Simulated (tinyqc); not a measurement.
From results back to parameters: band folding and unfolding in a supercell of a chain. Four cases, with inputs chosen for the exercise.

Problem. A chain with hopping -t and site energies alternating +V, -V has E = -/+ sqrt(V^2 + 4 t^2 cos^2(ka)); the lower state has weight (1 + 2t cos(ka)/|E|)/2 on k and the rest on k + pi/a. The gap at ka = pi/2 and the full spread at k = 0 come from hidden t and V.

Find: V, t; weight of the lowest state on k = 0.

Method. The gap is 2V and the spread 2 sqrt(V^2 + 4t^2).

Case 1.

values (eV): gap 1.66000, spread at k = 0 7.93557

Solution.

V, t (eV): 0.830  1.940

weight of the lowest state on k = 0 = 0.9889

Case 2.

values (eV): gap 0.86000, spread at k = 0 5.07342

Solution.

V, t (eV): 0.430  1.250

weight of the lowest state on k = 0 = 0.9928

Case 3.

values (eV): gap 1.86000, spread at k = 0 5.74919

Solution.

V, t (eV): 0.930  1.360

weight of the lowest state on k = 0 = 0.9731

Case 4.

values (eV): gap 0.32000, spread at k = 0 7.44688

Solution.

V, t (eV): 0.160  1.860

weight of the lowest state on k = 0 = 0.9995

Computed by tinyqc, one run a case: `OMP_NUM_THREADS=1 python tinyqc.py N N+1 out.jsonl` with N = 1451931, 1452001, 1452008, 1452016; one thread of a shared Intel(R) Xeon(R) Processor @ 2.30GHz, about 0.01 s a run at most.
